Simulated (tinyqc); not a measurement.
Gate voltage from the surface potential.

Question. At the source end, Vgs + Vsb - Vfb - psi = gamma sqrt(G), G = psi - Vt + Vt exp((psi - 2 phiF - Vsb)/Vt), and the voltage over the insulator is gamma sqrt(G). Find that voltage and Vgs.

Inputs (values chosen for the exercise):
- T = 293 K (temperature)
- Vfb = -0.5 V (flat-band voltage)
- Vsb = 0 V (source-body reverse bias)

Constants: q = 1.602176634e-19 C, kB = 1.380649e-23 J/K, Vt = kB T/q. Results are converted to the units shown.

psi = 1.0882527 V
phiF = 0.49223843 V
gamma = 0.32344744 V^0.5

Solution. In this direction the relation is explicit: no iteration is needed.

voltage over the insulator = 0.5217 V
Vgs = 1.110 V

Computed by the program tinyqc: `OMP_NUM_THREADS=1 python tinyqc.py 2360049 2360050 out.jsonl`, one thread of a shared Intel Xeon 2.30GHz, about 0.04 s for the whole run.
